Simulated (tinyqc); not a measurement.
# A double barrier with mass mismatch, transfer matrices: resonance against the well width

One electron of energy E comes from the left lead (band edge 0); no transverse momentum. Parabolic bands, masses in units of m0, C = hbar^2/(2 m0); psi and psi'/m are continuous at every interface. Barrier d1, well Lw, barrier d2; the right lead equals the left one.

For the pair (psi, psi'/m) a flat layer has M = [[cos kd, (m/k) sin kd], [-(k/m) sin kd, cos kd]] with k = sqrt(m (E - U)/C) above its edge U, and M = [[cosh Kd, (m/K) sinh Kd], [(K/m) sinh Kd, cosh Kd]] with K = sqrt(m (U - E)/C) below it. The matrices are multiplied with later layers to the left. With M acting on (psi, psi'/m) and v = k/m in each lead, T(E) = 4 vL vR/[(vL vR M12 - M21)^2 + (vR M11 + vL M22)^2]. The lowest resonance is the first maximum of T(E); its width is the full width at half maximum, and tau = hbar/width. The last column is the lowest level of an infinitely deep well, C (pi/Lw)^2/mL.

Parameters, values chosen for the exercise; masses and offsets close to those of InGaAs wells and InP barriers: mass in the left lead mL = 0.042 m0; barrier height U1 = 0.23 eV; barrier mass m1 = 0.08 m0; width of the first barrier d1 = 3.6 nm; width of the second barrier d2 = 3.6 nm.

Constants: q = 1.602176634e-19 C, hbar = 1.054571817e-34 J s, m0 = 9.1093837015e-31 kg, hbar^2/(2 m0) = 0.0380998212 eV nm^2. Results are converted to the units shown.

Resonance against the well width:
```
Lw (nm),E_r (eV),peak T(E),width (meV),tau (fs),infinite well (eV)
5.3,0.07944,1.000,3.650,180.3,0.3187
7,0.05856,1.000,1.945,338.4,0.1827
8.8,0.04439,1.000,1.109,593.5,0.1156
10.6,0.03484,1.000,0.6819,965.2,0.07968
12.3,0.02841,1.000,0.4537,1451,0.05918
14.1,0.02338,1.000,0.3076,2140,0.04503
15.8,0.01977,1.000,0.2202,2989,0.03586
17.6,0.01679,1.000,0.1591,4137,0.02890
```

E_r falls from 0.0794 to 0.0168 eV, as Lw^(-1.29) over the table, slower than the Lw^(-2) of an infinite well because the wave reaches into the barriers; E_r is 0.25 of the infinite-well level in the first row and 0.58 in the last. The width falls from 3.65 to 0.159 meV.

tinyqc, about 0.06 s, one thread, Intel Xeon 2.30GHz (shared host): `OMP_NUM_THREADS=1 python tinyqc.py 2560031 2560032 out.jsonl`
